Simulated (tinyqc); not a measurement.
# IGBT as a p-i-n diode in series with a MOS channel, on-state and switching loss: several studies

High injection (n = p) in a drift layer from x = -W/2 (anode) to +W/2 (cathode side), recombination only in the layer with lifetime tau, ideal emitters. The channel feeds the cathode side and carries the whole current. Auger recombination, carrier-carrier scattering, emitter losses and the carrier dip under the p body are left out.

Parameters, values chosen for the exercise; material values close to those of silicon:
```
symbol,value,unit,meaning
T,300,K,temperature
Eg,1.11,eV,band gap
Nc,2.75e19,cm^-3,conduction-band density of states at T
Nv,2.69e19,cm^-3,valence-band density of states at T
mn,1400,cm^2/(V s),electron mobility
mp,480,cm^2/(V s),hole mobility
W,60,um,width of the drift layer
Nd,1.5e14,cm^-3,doping of the drift layer
tau,0.37,us,high-injection lifetime
J,150,A/cm^2,current density
Rch,1.6,mohm cm^2,channel and accumulation resistance
Vdc,400,V,link voltage
ks,0.14,,turn-off energy per stored charge and link voltage
f,1,kHz,switching frequency
```

Constants: q = 1.602176634e-19 C, kB = 1.380649e-23 J/K, Vt = kB T/q. Results are converted to the units shown.

Each table varies one quantity; the others keep the values above.

## Effect of the width of the drift layer

b = mn/mp, B = (b - 1)/(b + 1), La = sqrt(2 Vt mn mp tau/(mn + mp)), y = W/(2 La). n(x) = (tau J/(2 q La))[cosh(x/La)/sinh y - B sinh(x/La)/cosh y]. Vm = Vt [(8 b/(b + 1)^2)(sinh y/s) arctan(s sinh y) + B ln((1 + B tanh^2 y)/(1 - B tanh^2 y))], s = sqrt(1 - B^2 tanh^2 y); Vj = Vt ln(n(-W/2) n(W/2)/ni^2), ni = sqrt(Nc Nv) exp(-Eg/(2 Vt)), Eg in volts; Vc = J Rch; Von = Vm + Vj + Vc. Stored charge tau J, turn-off energy Eoff = ks tau J Vdc, loss at half duty 0.5 J Von + f Eoff. A unipolar device on the same layer has Vu = J (W/(q mn Nd) + Rch).

The same in every row: Eoff (mJ/cm^2) = 3.108.

Effect of the width of the drift layer:
```
W (um)       y  Von (V)  Vu (V)  total loss (W/cm^2)
24      0.4589    1.093   10.94                85.08
31      0.5927    1.088   14.06                84.74
41      0.7839    1.090   18.52                84.84
54       1.033    1.102   24.31                85.73
70       1.338    1.130   31.45                87.88
92       1.759    1.197   41.26                92.88
120      2.294    1.342   53.74                103.7
```

Read the table: what changes, and by how much?

As W goes from 24 to 120 um, Von goes from 1.093 through a minimum of 1.088 (at W = 31 um among the rows listed) to 1.342 V, Eoff stays at 3.11 mJ/cm^2 and the total loss goes from 85.1 through a minimum of 84.7 (at W = 31 um among the rows listed) to 104 W/cm^2. Von is below Vu in 7 of the 7 rows.

## Effect of the current density

Same model as above.

The same in every row: y = 1.1472.

Results:
```
J (A/cm^2)  Von (V)    Vu (V)  Eoff (mJ/cm^2)  total loss (W/cm^2)
0.3         0.54968  0.053979       0.0062160             0.088668
0.76        0.59848   0.13675        0.015747              0.24317
1.9         0.64768   0.34186        0.039368              0.65466
12          0.75913    2.1591         0.24864               4.8034
31          0.83860    5.5778         0.64232               13.641
78          0.96151    14.034          1.6162               39.115
200          1.2054    35.986          4.1440               124.68
500          1.7328    89.964          10.360               443.55
```

Estimate the missing row, J = 4.8 A/cm^2.

Computed row:
```
J (A/cm^2)  Von (V)   Vu (V)  Eoff (mJ/cm^2)  total loss (W/cm^2)
4.8         0.70024  0.86366        0.099456               1.7800
```

With this row back in the table: As J goes from 0.3 to 500 A/cm^2, Von rises from 0.550 to 1.73 V, Eoff rises from 0.00622 to 10.4 mJ/cm^2 and the total loss rises from 0.0887 to 444 W/cm^2. Von is below Vu in 6 of the 9 rows. At low current the junction voltage makes the bipolar device the worse one. For J = 0.3 to 1.9 A/cm^2 the injected density falls below 5 Nd somewhere, so high injection is doubtful. At J = 500 A/cm^2 the density at the anode passes 2e17 cm^-3, where Auger recombination and emitter losses matter.

## Effect of the high-injection lifetime

Same model as above.

The same in every row: Vu (V) = 26.989.

Effect of the high-injection lifetime:
```
tau (us)        y  Von (V)  Eoff (mJ/cm^2)  total loss (W/cm^2)
0.074      2.5653   1.4097         0.62160               106.35
0.12       2.0145   1.2269          1.0080               93.027
0.2        1.5604   1.1453          1.6800               87.575
0.32       1.2336   1.1149          2.6880               86.308
0.52      0.96772   1.1063          4.3680               87.338
0.85      0.75691   1.1106          7.1400               90.433
1.4       0.58978   1.1229          11.760               95.979
2.3       0.46014   1.1402          19.320               104.83
3.7       0.36279   1.1596          31.080               118.05
```

What does the table show?

As tau goes from 0.074 to 3.7 us, Von goes from 1.41 through a minimum of 1.11 (at tau = 0.52 us among the rows listed) to 1.16 V, Eoff rises from 0.622 to 31.1 mJ/cm^2 and the total loss goes from 106 through a minimum of 86.3 (at tau = 0.32 us among the rows listed) to 118 W/cm^2. Von is below Vu in 9 of the 9 rows. A short lifetime starves the middle of the layer, a long one stores charge, hence the minimum of the loss. For tau = 1.4 to 3.7 us the density at the anode passes 2e17 cm^-3, where Auger recombination and emitter losses matter.

Program tinyqc, `OMP_NUM_THREADS=1 python tinyqc.py 2590068 2590069 out.jsonl`; Intel Xeon 2.30GHz, shared host, one thread, about 0.01 s.
